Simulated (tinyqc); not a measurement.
Worked calculation: coherent transport through a tight-binding region between two chains. Computed by tinyqc, a small Python program that keeps every step. Settings: temperature = 300, mu = 0.27. Command: `OMP_NUM_THREADS=1 python tinyqc.py 26089 26090 out.jsonl` (the two numbers bound the seeds that draw the settings). One thread of a shared host (Intel(R) Xeon(R) Processor @ 2.60GHz), about 0.07 s of CPU time with the checks.

## Transmission at E = -0.99 eV

H of the central region (eV):
$$\begin{pmatrix}
-0.400000 & -1.990000 \\
-1.990000 & 0.290000
\end{pmatrix}$$

Leads: semi-infinite chains with site energy 0:
```
parameter                           value
lead hopping t (eV)              1.180000
coupling to the left lead (eV)   0.380000
coupling to the right lead (eV)  1.090000
left contact site                       1
right contact site                      2
```

E = -0.990000 eV

Surface Green function g = (E - i sqrt(4 t^2 - E^2)) / (2 t^2); self-energy tc^2 g on each contact site; G = (E - H - Sigma)^(-1); Gamma = -2 Im Sigma; T = Gamma_L Gamma_R |G_LR|^2; local density of states -Im G_ii / pi.

g = -0.355501-0.769288i 1/eV

G (1/eV):
$$\begin{pmatrix}
0.191697-0.285203i & 0.538482-0.087901i \\
0.538482-0.087901i & 0.140853-0.053853i
\end{pmatrix}$$

local density of states (1/eV): [0.090783, 0.017142]

transmission = 0.120898

## Transmission across the band

The same steps on a grid of energies.

T(E):
```
E (eV)              T
-2.24200000  0.098398
-2.01780000  0.130215
-1.79360000  0.133139
-1.56940000  0.130605
-1.34520000  0.126833
-1.12100000  0.123001
-0.89680000  0.119487
-0.67260000  0.116409
-0.44840000  0.113788
-0.22420000  0.111608
0.00000000   0.109839
0.22420000   0.108447
0.44840000   0.107390
0.67260000   0.106620
0.89680000   0.106070
1.12100000   0.105632
1.34520000   0.105113
1.56940000   0.104109
1.79360000   0.101636
2.01780000   0.094646
2.24200000   0.067539
```

levels of the isolated region (eV): [-2.074684, 1.964684]

## Current

I = (2e/h) int T(E) [f(E - mu - V/2) - f(E - mu + V/2)] dE at 300 K with mu = 0.27 eV, the bias not changing H; 2e^2/h = 77.48092 microsiemens; the integral runs over the band on 4001 points.

Current:
```
V (volt)  I (microampere)
0.010000         0.083844
0.050000         0.419221
0.100000         0.838458
0.200000         1.677041
0.400000         3.355090
0.800000         6.718202
```
